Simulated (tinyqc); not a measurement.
What moves the results: free and nearly free electrons in a metal. A value that a table varies takes the place of the one given here.

The cubic cell holds 4 atoms: n = 4 z/a^3, kF = (3 pi^2 n)^(1/3), EF = c kF^2/m, vF = 2 c kF/(m hbar), c = hbar^2/2m0; rs = (3/(4 pi n))^(1/3)/a0; D(EF) = 3 n/(2 EF).

Square wire of width w with grain size w: rho/rho0 = 1/(1 - 3 al/2 + 3 al^2 - 3 al^3 ln(1 + 1/al)) + (3/4) (1 - p) l/w, with al = (l/w) Rg/(1 - Rg) (Mayadas-Shatzkes plus the thick-wire form of Fuchs-Sondheimer); l = hbar kF/(n e^2 rho), e = 1.602176634e-19 C.

Constants: hbar^2/2m0 = 3.80998211 eV angstrom^2; hbar = 6.58211957e-16 eV s; a0 (Bohr radius) = 0.5291772105 angstrom.

Parameters, chosen for this exercise (near those of Al; not measured data):
```
symbol  value  unit          meaning
a       4.084  angstrom      fcc lattice constant
z       3                    free electrons an atom
m       1      m0            mass
rho     2.87   micro-ohm cm  bulk resistivity
p       0                    specularity of the surfaces
Rg      0.19                 reflection at grain boundaries
w       30     nm            wire width
```

## Resistivity of narrow wires

Wires:
```
w (nm)     al  grain term (factor - 1)  surface term  rho (micro-ohm cm)
200     0.017                    0.025         0.053                3.09
100     0.033                    0.049         0.106                3.31
50      0.066                    0.097         0.211                3.76
30      0.110                    0.160         0.352                4.34
20      0.165                    0.238         0.528                5.07
14      0.236                    0.337         0.755                6.00
10      0.331                    0.468         1.057                7.25
7       0.472                    0.663         1.510                9.11
```

l = 14.09 nm

At 7 nm the resistivity is 3.17 times the bulk value; surfaces add more (0.66 from grains, 1.51 from surfaces). It passes twice the bulk value between 20 and 14 nm. The surface formula is meant for w above l = 14 nm, so the rows below that are rough.

## What sets the wire resistivity

All results formed anew. Each row changes one parameter from the base and keeps the others.

Results:
```
case                      EF (eV)  l (nm)  wire rho (micro-ohm cm)
base                       11.459   14.09                    4.341
a = 4.207 angstrom         10.799   14.95                    4.430
m = 1.2 m0                  9.549   14.09                    4.341
rho = 3.444 micro-ohm cm   11.459   11.74                    4.917
p = 0.3                    11.459   14.09                    4.038
Rg = 0.133                 11.459   14.09                    4.184
w = 21 nm                  11.459   14.09                    4.966
```

The largest shifts from the base row, up to three for each result and ties (the steps differ in size, so this ranks the rows, not the parameters). EF (eV): m -1.910, a -0.660; unchanged at the printed digits by rho, p, Rg and w. l (nm): rho -2.35, a +0.86; unchanged at the printed digits by m, p, Rg and w. wire rho (micro-ohm cm): w +0.625, rho +0.576, p -0.303; unchanged at the printed digits by m. The mass drops out of l at given rho, because vF falls and tau rises by the same factor.

Run: tinyqc, `OMP_NUM_THREADS=1 python tinyqc.py 1680797 1680798 out.jsonl`; Intel(R) Xeon(R) Processor @ 2.30GHz, one thread, shared host; about 0.01 s of CPU time with all checks.
